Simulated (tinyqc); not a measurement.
Gas flow in a process chamber: flow regimes, conductance, effective pumping speed, pump-down, outgassing and purge: one step, computed by the program tinyqc.

Ideal gas, isothermal flow, a pump of constant speed at the end of a round pipe; process gas, volume gas and outgassing are given the same properties. 1 sccm = 101325 Pa x 1e-6 m^3/60 s x T/273.15 K.

Question. Time to base pressure. From the outgassing limit: t = 1 h x (q_1 A/(S_eff p_target))^(1/n) - 10 s; monolayer time at the target = 1e19 m^-2 x 4 k_B T/(p c) for unit sticking.

Inputs (values chosen for the exercise, modelled on oxygen near room temperature): temperature T = 293 K; wall area = 2.9 m^2; outgassing rate after 1 h = 2.1e-06 Pa m^3/(s m^2); outgassing exponent n = 0.75; target base pressure = 4e-06 Pa.

S_eff in molecular flow = 43.34173 L/s

mean speed c = 440.2972 m/s

Constants: k_B = 1.380649e-23 J/K.

Give: time to the target; monolayer time.

Answer.

time to the target = 115.0 h

monolayer time = 91.88 s

Caution: beyond some 100 h the power law gives way to slower sources such as permeation and bulk diffusion; baking is the usual remedy.
